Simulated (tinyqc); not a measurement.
Millisecond and nanosecond annealing: surface heating, thermal budget and solid-phase regrowth: one step, computed by the program tinyqc. Command: `OMP_NUM_THREADS=1 python tinyqc.py 3005972 3005973 out.jsonl flash walk`. One thread of a shared host (Intel(R) Xeon(R) Processor @ 2.30GHz), about 0.02 s of CPU time with the checks.

A square pulse heats the surface of a thick wafer with constant thermal properties; losses by radiation are neglected and silicon melts at 1414 C.

Problem. Temperature in depth and time. Absorbed flux q = (1 - R) fluence/t_p; kappa = k/c. With f(z, t) = (2 q/k) sqrt(kappa t) ierfc(z/(2 sqrt(kappa t))), ierfc(x) = exp(-x^2)/sqrt(pi) - x erfc(x): T = T0 + f(z, t) during the pulse and T0 + f(z, t) - f(z, t - t_p) after it.

Inputs (values chosen for the exercise, modelled on hot silicon with boron):
```
quantity                    value        unit
incident fluence             83.4      J/cm^2
pulse length t_p             0.02           s
reflectance R                0.57           -
thermal conductivity k       0.28    W/(cm K)
heat capacity per volume c   2.22  J/(cm^3 K)
preheat temperature T0        700           C
wafer thickness d             775          um
```

Source: flash lamp.

thermal length sqrt(kappa t_p) = 502.2472 um

Give: Temperature (C).

Solution.

Temperature (C):
```
t/t_p  surface  z = 0.5 thermal lengths  z = 1  z = 2
0.10       815                    719.0  701.3  700.0
0.25       881                    764.2  716.2  700.3
0.50       957                    827.2  753.6  705.5
0.75      1014                    879.3  792.0  716.9
1.00      1063                    924.6  828.4  732.3
1.10       966                    922.2  841.1  739.2
1.50       888                    874.8  841.4  763.1
2.00       850                    843.8  826.1  774.9
4.00       797                    795.5  790.5  772.9
10.00      759                    758.5  757.4  753.0
```

One tenth of a pulse length after the end the surface has lost 97 C: cooling starts as sqrt(t - t_p), much faster than heating ends. Caution: heat reaches the back of the wafer, which is no longer thick.
